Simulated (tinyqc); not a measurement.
Against the doping: grain-boundary trapping model (Seto) of a polycrystalline semiconductor film. Computed by tinyqc, a small Python program. Command: `OMP_NUM_THREADS=1 python tinyqc.py 3009949 3009950 out.jsonl poly walk`. One thread of a shared host (Intel(R) Xeon(R) Processor @ 2.30GHz), about 0.01 s of CPU time with the checks.

Grains of equal size L are joined by thin boundaries with one trap level. Trapped carriers deplete a width W on each side and raise a barrier, crossed by thermionic emission. Dopants are fully ionised, statistics are non-degenerate and mu_g does not depend on T.

Inputs (values chosen for the exercise, modelled on polycrystalline silicon):

| quantity | value | unit |
|---|---|---|
| permittivity eps | 11.7 | - |
| effective mass m | 0.38 | m_0 |
| effective density of states at 300 K, N_c | 2.1e+19 | 1/cm^3 |
| grain size L | 38 | nm |
| trap density Q_t | 5.3e+11 | 1/cm^2 |
| trap level E_t below the band edge | 0.42 | eV |
| mobility inside the grains mu_g | 110 | cm^2/(V s) |
| temperature T | 200 | K |

Grain interior: resistance included.

Constants: e = 1.602176634e-19 C; eps_0 = 8.8541878128e-12 F/m; k_B = 8.617333262e-05 eV/K; m_0 = 9.1093837015e-31 kg; k_B = 1.380649e-23 J/K.

Method:
- If all traps fill, the grain is just depleted at N* = Q_t/L, with the barrier e Q_t L/(8 eps eps_0).
- N_c(T) = N_c (T/300 K)^(3/2). Filled traps Q = Q_t/(1 + (1/2) exp((E_t* - E_F)/k_B T)), where E_t* = e V_B - E_t and E_F are counted from the band edge at the grain centre. Partial depletion: Q = 2 N W, V_B = e N W^2/(2 eps eps_0), E_F = k_B T ln(N/N_c); solve for W. If that W would exceed L/2 the grain is fully depleted: W = L/2, Q = N L, and E_F follows from the trap equation. Centre density n_0 = N_c exp(E_F/k_B T).
- Boundary: sigma_b = L e^2 n_0 exp(-e V_B/k_B T)/sqrt(2 pi m k_B T); drift through the grain, depleted parts included: rho_g = [(1 - 2W/L) + (2W/L) int_0^1 exp(y^2 s^2) ds]/(e n_0 mu_g); rho = 1/sigma_b + rho_g. Mean carrier density n_av = n_0 [(1 - 2W/L) + (2W/L) (sqrt(pi)/2) erf(y)/y], y = sqrt(e V_B/k_B T); effective mobility 1/(e n_av rho).

N* = 1.39474e+17 1/cm^3

The same film:

| N (1/cm^3) | W (nm) | V_B (V) | mean density (1/cm^3) | mobility (cm^2/(V s)) | rho (ohm cm) |
|---|---|---|---|---|---|
| 4.20e+15 | 19.000 | 0.001172 | 4.8455e+06 | 95.906 | 1.3431e+10 |
| 1.40e+16 | 19.000 | 0.003908 | 1.9397e+07 | 94.193 | 3.4162e+09 |
| 3.50e+16 | 19.000 | 0.009771 | 7.3907e+07 | 88.992 | 9.4897e+08 |
| 7.00e+16 | 19.000 | 0.019541 | 3.3725e+08 | 76.692 | 2.4132e+08 |
| 1.10e+17 | 19.000 | 0.030708 | 2.0652e+09 | 59.843 | 5.0503e+07 |
| 1.70e+17 | 15.588 | 0.031944 | 1.1640e+17 | 55.984 | 9.5782e-01 |
| 2.80e+17 | 9.464 | 0.019395 | 2.4148e+17 | 74.905 | 3.4506e-01 |
| 5.60e+17 | 4.732 | 0.009697 | 5.3772e+17 | 88.015 | 1.3188e-01 |
| 1.40e+18 | 1.893 | 0.003879 | 1.3902e+18 | 93.610 | 4.7961e-02 |
| 5.60e+18 | 0.473 | 0.000970 | 5.5974e+18 | 95.813 | 1.1638e-02 |

What follows from these numbers?

The barrier peaks among these rows at N = 1.7e17 (0.032 V) and the mobility has its minimum at 1.7e17; N* is 1.4e17. While the grain is fully depleted (W = L/2) V_B grows as N; once all traps are filled it falls as 1/N (last exponent -1.00). Partly depleted rows (W < L/2) with e V_B below 2 k_B T stretch the depletion approximation. Where N approaches N_c the non-degenerate statistics fail. rho drops most steeply, as N^-40.8, between 1.1e17 and 1.7e17.

Extremes, crossings and ranges named in words are read from the listed rows.
